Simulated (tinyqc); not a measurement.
Absorption edge of a degenerate semiconductor, band filling against gap narrowing: one step of the calculation.

n-type, parabolic bands, full ionisation. eta = (EF - Ec)/kB T solves N = Nc F12(eta), F12(x) = (2/sqrt(pi)) int_0^infinity sqrt(u)/(1 + exp(u - x)) du. The gap shrinks rigidly by dEg = a3 y^(1/3) + a4 y^(1/4) + a2 y^(1/2), y = N/1e18 cm^-3, an empirical law that is here taken as the true narrowing.

Problem. The optical edge. Vertical transitions need an empty final state: the edge is taken where the state lies 4 kB T below EF, E_opt = Eg - dEg + (1 + me/mh) max(eta - 4, 0) kB T; wavelength h c/(q E_opt).

Values chosen for this exercise; band and dielectric values those of a made-up semiconductor: temperature T = 300 K; band gap Eg = 1.11 eV; electron mass me = 0.0765 m0; hole mass mh = 0.564 m0; ionised donor density N = 4.2e18 cm^-3; coefficient of (N/1e18)^(1/3) a3 = 19.3 meV; coefficient of (N/1e18)^(1/4) a4 = 6.5 meV; coefficient of (N/1e18)^(1/2) a2 = 4.1 meV.

Constants: q = 1.602176634e-19 C, kB = 1.380649e-23 J/K, h = 6.62607015e-34 J s, c = 299792458 m/s, Vt = kB T/q. Results are converted to the units shown.

converged eta = 4.6138379

Find: dEg; EF - Ec; filling shift; E_opt; wavelength.

Solution.

dEg = 48.847 meV
EF - Ec = 119.28 meV
filling shift = 18.021 meV
E_opt = 1.0792 eV
wavelength = 1148.9 nm

The edge lies 30.8 meV below the undoped gap: narrowing outweighs filling.

Range of the model: Band tails, non-parabolic bands and incomplete ionisation are left out.

tinyqc, about 0.01 s, one thread, Intel Xeon 2.30GHz (shared host): `OMP_NUM_THREADS=1 python tinyqc.py 2330020 2330021 out.jsonl`
